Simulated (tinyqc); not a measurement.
Worked calculation: current of a Schottky diode by thermionic-emission-diffusion theory, and its read-back from I-V-T and C-V data. Computed by tinyqc, a small Python program that keeps every step. Command: `OMP_NUM_THREADS=1 python tinyqc.py 3003953 3003954 out.jsonl schottky walk`. One thread of a shared host (Intel(R) Xeon(R) Processor @ 2.30GHz), about 0.01 s of CPU time with the checks. Intermediate numbers are printed to about 6 digits and carried at full precision; extremes and crossings named in words are read from the listed rows.

Full ionisation, no tunnelling, no recombination current. V is the voltage across the junction itself, forward positive.

Inputs (values chosen for the exercise, modelled on n-type silicon):
```
quantity                                     value           unit
Richardson constant A*                         114   A/(cm^2 K^2)
effective density of states at 300 K, N_c  2.9e+19         1/cm^3
permittivity eps                              11.7              -
mobility mu                                   1500     cm^2/(V s)
barrier without image force phi_0 (mean)       0.7             eV
doping N                                   1.1e+17         1/cm^3
series resistance R_s                         0.19  milliohm cm^2
junction voltage V                            0.19              V
temperature T                                  350              K
standard deviation sigma                        40            meV
relative change of sigma^2 with bias, rho      0.4            1/V
```

Barrier: Gaussian spread of heights.

Constants: k_B = 8.617333262e-05 eV/K; e = 1.602176634e-19 C; eps_0 = 8.8541878128e-12 F/m.

## Barrier at the given bias

N_c(T) = N_c (T/300 K)^(3/2); V_bi = phi_0 - (k_B T/e) ln(N_c(T)/N); surface field F = sqrt(2 e N (V_bi - V - k_B T/e)/(eps eps_0)); image lowering d_phi = sqrt(e F/(4 pi eps eps_0)); effective barrier phi = phi_0 - d_phi - sigma^2 (1 - rho V)/(2 k_B T).

built-in voltage V_bi = 0.524893 V

surface field F = 101.826 kV/cm

image lowering = 35.4007 meV

effective barrier phi = 0.640091 eV

## Current

Collection velocity v_R = A* T^2/(e N_c(T)); diffusion velocity v_D = mu F; J = e N_c(T) v_R/(1 + v_R/v_D) exp(-phi/k_B T) [exp(e V/k_B T) - 1]. Terminal voltage V + J R_s.

v_R = 2.38513e+06 cm/s

v_D = 1.52739e+08 cm/s

current density J = 4.53414 A/cm^2

terminal voltage = 0.190861 V

v_D/v_R = 64.0: emission over the barrier limits the current.

## Read-back from the I-V curve

Ideality n = (e/k_B T)/(d ln J/dV) by a central difference of +/- 1 mV; J_0 = J exp(-e V/(n k_B T)); apparent barrier phi_IV = k_B T ln(A* T^2/J_0); a C-V plot gives phi_CV = phi_0, the mean without lowering.

ideality factor n = 1.04012

extrapolated J_0 = 0.0106205 A/cm^2

apparent barrier phi_IV = 0.633285 eV

phi_CV - phi_IV = 66.7155 meV

n exceeds 1 because forward bias lowers the field, which weakens the image lowering, and narrows the spread of barriers.

## Temperature series and Richardson plot

A least-squares line of ln(J_0/T^2) against 1/(k_B T) gives a barrier (minus the slope) and a Richardson constant (exp of the intercept).

At the same junction voltage:
```
T (K)  1/k_B T (1/eV)        n  J_0 (A/cm^2)  phi_IV (eV)  ln(J_0/T^2)
200           58.0226  1.04399   1.80686e-09     0.611219     -30.7283
250           46.4181  1.04160   2.14857e-06     0.621091     -24.0936
300           38.6817  1.04058   2.89426e-04     0.627981     -19.5552
350           33.1558  1.04012   1.06205e-02     0.633285     -16.2608
400           29.0113  1.03981   1.68262e-01     0.637730     -13.7652
450           25.7878  1.03962   1.50108e+00     0.641718     -11.8123
```

barrier from the Richardson plot = 0.587045 eV

Richardson constant from the plot = 25.5221 A/(cm^2 K^2)

From 200 to 450 K n goes from 1.044 to 1.040 and phi_IV from 0.611 to 0.642 eV. The plot returns 0.587 eV against phi_0 = 0.7 and a constant 0.224 times the true A*: a spread of barriers lets cold carriers pick the low patches, which bends the plot and lowers both numbers.

## Forward curve with series resistance

Terminal voltage V + J R_s; apparent ideality from neighbouring rows, (e/k_B T) dV_terminal/d ln J.

Forward curve; the last column belongs to the interval up to the next row:
```
V (V)   J (A/cm^2)  terminal voltage (V)  apparent n
0.116  4.19591e-01               0.11608      1.0325
0.161  1.79500e+00               0.16134      1.0642
0.206  7.54674e+00               0.20743      1.1528
0.252  3.24711e+01               0.25817      1.5030
0.297  1.34216e+02               0.32250      2.9138
0.342  5.48503e+02               0.44622      8.5662
0.387  2.20119e+03               0.80523     30.5206
0.432  8.52341e+03               2.05145           -
```

The resistance takes over where J R_s exceeds k_B T/e, at J = 159 A/cm^2; the apparent ideality climbs from 1.03 to 30.5, so barrier and n must be read below that current. Rows where the resistance drops more than 1 V are formal, since self-heating is left out.

Checks made by the program: v_D = mu F against the drift-diffusion integral over the parabolic barrier, a ratio 2 y Dawson(y) with y^2 = (V_bi - V)/(k_B T/e) - 1 (relative difference 6e-02).
